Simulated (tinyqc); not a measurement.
First phase against the interface composition: thermodynamics of metal silicides: hull, first phase, silicon consumed, nucleation and stability against SiO2. Computed by tinyqc, a small Python program. Command: `OMP_NUM_THREADS=1 python tinyqc.py 3017429 3017430 out.jsonl silphase walk`. One thread of a shared host (Intel(R) Xeon(R) Processor @ 2.30GHz), about 0.01 s of CPU time with the checks.

Entropies of formation of the solids are neglected, so heats stand for free energies. Si fractions: M2Si 0.3333, MSi 0.5000, MSi2 0.6667.

Inputs (values chosen for the exercise, for a model metal): heat of formation of M2Si = -35.6 kJ/mol atoms; heat of formation of MSi = -41.3 kJ/mol atoms; heat of formation of MSi2 = -30.2 kJ/mol atoms.

Phases: M2Si, MSi, MSi2.

Method. Effective heat of formation: at the interface the mixture has the Si fraction x_e; the limiting element scales the heat, H_eff = H x_e/x if x_e < x, H (1 - x_e)/(1 - x) otherwise. The rule names the most negative as the first phase; its restriction to congruently melting phases is left out here.

H_eff (kJ/mol atoms):

| x_e | M2Si | MSi | MSi2 | first phase |
|---|---|---|---|---|
| 0.10 | -10.680 | -8.260 | -4.530 | M2Si |
| 0.20 | -21.360 | -16.520 | -9.060 | M2Si |
| 0.30 | -32.040 | -24.780 | -13.590 | M2Si |
| 0.36 | -34.176 | -29.736 | -16.308 | M2Si |
| 0.42 | -30.972 | -34.692 | -19.026 | MSi |
| 0.48 | -27.768 | -39.648 | -21.744 | MSi |
| 0.54 | -24.564 | -37.996 | -24.462 | MSi |
| 0.60 | -21.360 | -33.040 | -27.180 | MSi |
| 0.66 | -18.156 | -28.084 | -29.898 | MSi2 |
| 0.75 | -13.350 | -20.650 | -22.650 | MSi2 |

What follows from these numbers?

Each phase is a triangle with its apex at its own composition. In order of x_e the first phase is M2Si, then MSi, then MSi2. On either side of all three the ranking is that of H/x (Si-poor) or H/(1 - x) (Si-rich).
